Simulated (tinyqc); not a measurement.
What each setting does: recursion (Haydock) method for the local density of states: surface site of a square lattice.

One orbital a site at energy 0, hopping -t to the 4 nearest neighbours of a square lattice; the start u0 is a site in the outermost layer of a half crystal, with energy V. Recursion: a_n = <u_n|H|u_n>, b_(n+1) u_(n+1) = (H - a_n) u_n - b_n u_(n-1), b > 0. G(z) = 1/(z - a0 - b1^2/(z - a1 - b2^2/(...))), z = E + i eta. After n levels the tail is b_n^2 T with the square-root terminator T = (z - sqrt(z - 2b) sqrt(z + 2b))/(2 b^2), b = 2t so that the band edges lie at -/+ 4t.

Values chosen for the exercise:
```
symbol  value  unit  meaning
t       0.63   eV    hopping
V       0      eV    shift of the starting site
n       4            levels kept
E       1.97   eV    energy
eta     0.032  eV    broadening
```

G at z = E + i eta with n levels and terminator.

Results for these values:
```
case  Re G (1/eV)  density (1/eV)
base       0.6933          0.1060
```

What happens to each result for t = 0.693 eV, all else kept?

Answer: Re G falls from 0.6933 to 0.6138; density rises from 0.1060 to 0.1239.

The same for each parameter in turn:
```
case            Re G (1/eV)  density (1/eV)
base                 0.6933          0.1060
t = 0.693 eV         0.6138          0.1239
V = 0.5 eV           0.8745          0.2332
n = 5                0.6842          0.1050
E = 2.1 eV           0.6930          0.0812
eta = 0.064 eV       0.6753          0.1055
```

Program tinyqc; command `OMP_NUM_THREADS=1 python tinyqc.py 1481212 1481213 out.jsonl`; about 0.01 s on one thread of a shared Intel(R) Xeon(R) Processor @ 2.30GHz.
